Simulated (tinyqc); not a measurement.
Transmission against energy, and which matching rule a chain obeys: heterojunction of two tight-binding chains.

Left chain: hopping -t1, sites at 2 t1 (band bottom 0). Right chain: hopping -t2, sites at dE + 2 t2 (bottom dE). t = c/(m a^2), c = hbar^2/2m0. The bond across the interface is -tc with tc = f sqrt(t1 t2), and the last left site has the extra energy U. In a chain E = bottom + 2t (1 - cos(ka)); the surface Green function of a half chain is g = -exp(ika)/t, with Im k > 0 where cos(ka) > 1.

Constants: hbar^2/2m0 = 3.80998211 eV angstrom^2.

Values chosen for the exercise (masses and offset of the size met at GaN / AlGaN; shifted at random, so the results belong to these values and not to a real crystal):

| symbol | value | unit | meaning |
|---|---|---|---|
| a | 4 | angstrom | site spacing |
| m1 | 0.186 | m0 | mass on the left |
| m2 | 0.226 | m0 | mass on the right |
| dE | 0.47 | eV | band offset |
| f | 1 |  | factor on the interface hopping |
| U | 0.3 | eV | extra energy on the last left site |

Chain A is the junction as given; chain B has tc = sqrt(t1 t2) and U = 0; chain C has tc = t2 and U = t2 - t1, the finite-difference form of -d/dx (c/m) d/dx. Continuum formulas T = 4 x y/(x + y)^2 with parabolic k: x, y = k/m on each side (BenDaniel-Duke) or x, y = k (slope continuous).

T:

| E - dE (eV) | E (eV) | chain A | chain B | chain C | k/m matched | k matched |
|---|---|---|---|---|---|---|
| 0.002 | 0.472 | 0.2587 | 0.2396 | 0.2018 | 0.2106 | 0.2499 |
| 0.005 | 0.475 | 0.3770 | 0.3513 | 0.2994 | 0.3116 | 0.3651 |
| 0.010 | 0.480 | 0.4875 | 0.4573 | 0.3946 | 0.4095 | 0.4737 |
| 0.020 | 0.490 | 0.6109 | 0.5778 | 0.5064 | 0.5236 | 0.5958 |
| 0.050 | 0.520 | 0.7735 | 0.7416 | 0.6669 | 0.6854 | 0.7594 |
| 0.100 | 0.570 | 0.8755 | 0.8491 | 0.7808 | 0.7981 | 0.8644 |
| 0.200 | 0.670 | 0.9451 | 0.9273 | 0.8717 | 0.8863 | 0.9384 |
| 0.400 | 0.870 | 0.9809 | 0.9726 | 0.9319 | 0.9432 | 0.9791 |

Chain C follows the k/m rule within 0.0185 and chain B the plain k rule within 0.0181, while the two rules differ by up to 0.0740: in B the self-energy of the right side is -t1 exp(i k2 a), so only k2 enters, and in C it is -t2 exp(i k2 a), which carries 1/m2. Chain A, with f = 1 and U = 0.3 eV, has an interface term of its own and lies up to 0.0331 from B and 0.1066 from C.

tinyqc: `OMP_NUM_THREADS=1 python tinyqc.py 1480391 1480392 out.jsonl`; about 0.01 s, one thread, shared Intel(R) Xeon(R) Processor @ 2.30GHz.
